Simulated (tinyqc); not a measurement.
Inside a calculation. Method: Born-Oppenheimer dynamics on the PBE/6-311g surface (energies and gradients from PySCF), for H2, spin multiplicity 1. Computed by tinyqc, a small Python program that keeps every step (integrals from PySCF). Settings: charge = 0, multiplicity = 1, basis = 6-311g, functional = pbe,pbe, time step (fs) = 2.0, steps = 24. Command: `OMP_NUM_THREADS=1 python tinyqc.py 22874 22875 out.jsonl` (the two numbers bound the seeds that draw the settings). One thread of a shared host (Intel(R) Xeon(R) Processor @ 2.60GHz), about 4 s of CPU time with the checks.

positions (bohr):
```
         x       y       z
1H  0.0000  0.0000  0.0000
2H  0.0000  0.0000  1.5458
```

The total energy should stay constant up to terms of order dt^2; the step counts as short enough if it moves by less than 2 % of the largest kinetic energy.

Trajectory:
```
time (fs)  1H-2H (angstrom)  potential (hartree)  kinetic (hartree)  total (hartree)
0.0000               0.8180            -1.160674           0.000235        -1.160439
2.0000               0.7286            -1.162847           0.001012        -1.161834
4.0000               0.7012            -1.161469           0.000775        -1.160695
6.0000               0.8258            -1.160118           0.000688        -1.159430
8.0000               0.7958            -1.161985           0.001729        -1.160256
10.0000              0.6642            -1.157518           0.000322        -1.157196
12.0000              0.8344            -1.159444           0.001932        -1.157512
14.0000              0.8366            -1.159263           0.001819        -1.157445
16.0000              0.6675            -1.157985           0.000388        -1.157597
18.0000              0.7852            -1.162451           0.001609        -1.160842
20.0000              0.8226            -1.160352           0.000487        -1.159866
22.0000              0.7105            -1.162072           0.000859        -1.161213
24.0000              0.7181            -1.162455           0.000923        -1.161532
26.0000              0.8204            -1.160509           0.000360        -1.160149
28.0000              0.7769            -1.162741           0.001511        -1.161229
30.0000              0.6709            -1.158434           0.000443        -1.157991
32.0000              0.8369            -1.159245           0.001689        -1.157557
34.0000              0.8312            -1.159704           0.001974        -1.157730
36.0000              0.6625            -1.157262           0.000279        -1.156982
38.0000              0.8036            -1.161574           0.001811        -1.159763
40.0000              0.8283            -1.159924           0.000864        -1.159060
42.0000              0.6945            -1.160943           0.000711        -1.160233
44.0000              0.7373            -1.163046           0.001087        -1.161958
46.0000              0.8168            -1.160755           0.000176        -1.160579
48.0000              0.7566            -1.163133           0.001278        -1.161855
```

Is the time step short enough?

No. The total energy moves within 5.0e-03 hartree; that is over 2 % of the largest kinetic energy, so the time step is too long.
